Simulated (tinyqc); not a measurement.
Worked calculation: coherent transport through a tight-binding region between two chains. One step of it, computed by the program tinyqc.

Problem. Transmission at E = -0.97 eV. Surface Green function g = (E - i sqrt(4 t^2 - E^2)) / (2 t^2); self-energy tc^2 g on each contact site; G = (E - H - Sigma)^(-1); Gamma = -2 Im Sigma; T = Gamma_L Gamma_R |G_LR|^2; local density of states -Im G_ii / pi.

H of the central region (eV):
```
[[0.950000, -1.490000, 0.000000, -1.490000],
 [-1.490000, 0.180000, -1.490000, 0.000000],
 [0.000000, -1.490000, -0.540000, -1.490000],
 [-1.490000, 0.000000, -1.490000, -0.570000]]
```

Leads: semi-infinite chains with site energy 0:
```
parameter                           value
lead hopping t (eV)              1.930000
coupling to the left lead (eV)   0.470000
coupling to the right lead (eV)  1.400000
left contact site                       1
right contact site                      2
```

E = -0.970000 eV

Give: g; G; local density of states; transmission.

Solution.

g = -0.1302-0.5015i 1/eV

G (1/eV):
```
[[-0.4245-0.0210i, 0.0249+0.0204i, 0.4529+0.0169i, 0.1058-0.0155i],
 [0.0249+0.0204i, -0.4870-0.3623i, 0.1147+0.0833i, 0.5202+0.3864i],
 [0.4529+0.0169i, 0.1147+0.0833i, -0.3291-0.0425i, 0.4614-0.0956i],
 [0.1058-0.0155i, 0.5202+0.3864i, 0.4614-0.0956i, -0.3870-0.4139i]]
```

local density of states (1/eV): [0.0067, 0.1153, 0.0135, 0.1318]

transmission = 4.51e-04
